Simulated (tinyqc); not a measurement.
Free and nearly free electrons in a metal: sweeps and comparisons. A value that a table varies takes the place of the one given here.

The cubic cell holds 4 atoms: n = 4 z/a^3, kF = (3 pi^2 n)^(1/3), EF = c kF^2/m, vF = 2 c kF/(m hbar), c = hbar^2/2m0; rs = (3/(4 pi n))^(1/3)/a0; D(EF) = 3 n/(2 EF).

Square wire of width w with grain size w: rho/rho0 = 1/(1 - 3 al/2 + 3 al^2 - 3 al^3 ln(1 + 1/al)) + (3/4) (1 - p) l/w, with al = (l/w) Rg/(1 - Rg) (Mayadas-Shatzkes plus the thick-wire form of Fuchs-Sondheimer); l = hbar kF/(n e^2 rho), e = 1.602176634e-19 C.

Constants: hbar^2/2m0 = 3.80998211 eV angstrom^2; hbar = 6.58211957e-16 eV s; a0 (Bohr radius) = 0.5291772105 angstrom.

Inputs chosen for the exercise (near those of Co, whose d bands this model ignores; shifted at random, so the results belong to these values and not to a real crystal):
- a = 3.564 angstrom (fcc lattice constant)
- z = 2 (free electrons an atom)
- m = 1.16 m0 (mass)
- rho = 6.98 micro-ohm cm (bulk resistivity)
- p = 0 (specularity of the surfaces)
- Rg = 0.28 (reflection at grain boundaries)
- w = 30 nm (wire width)

## Resistivity of narrow wires

Wires:
```
w (nm)     al  grain term (factor - 1)  surface term  rho (micro-ohm cm)
200     0.011                    0.017         0.022                7.25
100     0.022                    0.033         0.043                7.52
50      0.045                    0.066         0.087                8.05
30      0.075                    0.110         0.145                8.76
20      0.112                    0.163         0.217                9.63
14      0.161                    0.232         0.310               10.76
10      0.225                    0.322         0.434               12.25
7       0.321                    0.455         0.620               14.48
```

l = 5.78 nm

At 7 nm the resistivity is 2.07 times the bulk value; surfaces add more (0.46 from grains, 0.62 from surfaces). It passes twice the bulk value between 10 and 7 nm. 

## What sets the wire resistivity

All results formed anew. Each row changes one parameter from the base and keeps the others.

Results:
```
case                      EF (eV)  l (nm)  wire rho (micro-ohm cm)
base                        9.899    5.78                    8.755
a = 3.671 angstrom          9.330    6.13                    8.863
m = 1.392 m0                8.249    5.78                    8.755
rho = 8.376 micro-ohm cm    9.899    4.82                   10.154
p = 0.3                     9.899    5.78                    8.453
Rg = 0.196                  9.899    5.78                    8.473
w = 21 nm                   9.899    5.78                    9.509
```

The largest shifts from the base row, up to three for each result and ties (the steps differ in size, so this ranks the rows, not the parameters). EF (eV): m -1.650, a -0.569; unchanged at the printed digits by rho, p, Rg and w. l (nm): rho -0.96, a +0.35; unchanged at the printed digits by m, p, Rg and w. wire rho (micro-ohm cm): rho +1.398, w +0.754, p -0.303; unchanged at the printed digits by m. The mass drops out of l at given rho, because vF falls and tau rises by the same factor.

Run: tinyqc, `OMP_NUM_THREADS=1 python tinyqc.py 1680808 1680809 out.jsonl`; Intel(R) Xeon(R) Processor @ 2.30GHz, one thread, shared host; about 0.01 s of CPU time with all checks.
